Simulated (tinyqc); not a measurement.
Trap in a gate oxide as a short-range spherical well, step by step. Values are carried at full precision from step to step, so a last printed digit may differ when a step is redone from the rounded ones.

A spherical well of radius R and depth V0 below the conduction edge, one mass m, c = hbar^2/2m0. The s level at binding Et solves k cot(k R) = -kappa with k = sqrt(m (V0 - Et)/c), kappa = sqrt(m Et/c); it exists for V0 > Vc = c (pi/2R)^2/m. Outside, psi falls as exp(-kappa r)/r.

Constants: hbar^2/2m0 = 3.80998211 eV angstrom^2; fine-structure constant alpha = 0.007297352564; hc = 1239.841984 eV nm; kB = 8.617333262e-05 eV/K.

Values chosen for the exercise (near those of Al2O3 on GaAs; the results hold for these values, not for the real material): R = 3.3 angstrom (radius of the well); V0 = 6.2 eV (depth of the well); m = 0.3 m0 (mass); n_r = 1.7 (refractive index); dEc = 1.9 eV (conduction offset to the channel); Fox = 3.6 MV/cm (oxide field, lowering levels away from the channel); t0 = 0.4 x 1e-11 s (time constant at the interface); T = 300 K (temperature); EF = -0.12 eV (Fermi level above the channel edge); x = 8 angstrom (depth of the trap).

## The bound level

Solve for Et; the share outside is [sin^2(kR)/(2 kappa)]/[sin^2(kR)/(2 kappa) + R/2 - sin(2kR)/(4k)].

Et = 1.3083 eV
k = 0.6206 1/angstrom
kappa = 0.3210 1/angstrom
share outside = 0.383
Vc = 2.877 eV

The well is 2.15 times the critical depth. Since dEt/dV0 equals the share inside, 0.62, a 1 % change of V0 moves Et by 2.9 %. The decay length is 3.1 angstrom, 0.9 times R.

## Peak of the photo-ionisation cross-section

Lucovsky model (delta well, plane-wave final states, no local-field factor): sigma = (32 pi alpha c/(3 n_r m Et)) (x - 1)^(3/2)/x^3, x = h nu/Et, c = hbar^2/2m0; 1 angstrom^2 = 1e-16 cm^2.

The maximum lies at x = 2. Give the photon energy, its wavelength and sigma there.

h nu = 2.617 eV
wavelength = 474 nm
sigma = 17.5 x 1e-18 cm^2

With 38 % of the state outside the well the delta-well form is only a rough model of this centre.

## Level, tunnelling time and occupation

Energies from the conduction edge of the channel. The trap level at depth x is E_T = dEc - Et - e Fox x (1 MV/cm = 0.01 eV/angstrom). An electron at the channel edge tunnels with the WKB exponent S = (4/3) sqrt(m/c) [dEc^(3/2) - (dEc - e Fox x)^(3/2)]/(e Fox), c = hbar^2/2m0; tau = t0 exp(S); the occupation is f = 1/(1 + exp((E_T - EF)/kB T)), tau_c = tau/f and tau_e = tau/(1 - f). Lattice relaxation is left out; a level below the channel edge needs phonons as well, so tau is then a lower bound, while a level above it can also empty elastically at its own energy, through a thinner barrier, faster than this tau.

Give E_T, S, tau and ln(tau_c/tau_e) = (E_T - EF)/kB T.

E_T = 0.304 eV
S = 5.948
tau = 1.53e-09 s
ln(tau_c/tau_e) = 16.4

The level lies 16 kB T above EF, so the trap is mostly empty. A flat barrier would give S = 2 sqrt(m dEc/c) x = 6.19.

## Checks

- Et from the radial equation on a grid against the matching condition, eV: both 1.31.

Program tinyqc; command `OMP_NUM_THREADS=1 python tinyqc.py 1251413 1251414 out.jsonl`; about 0.01 s on one thread of a shared Intel(R) Xeon(R) Processor @ 2.30GHz.
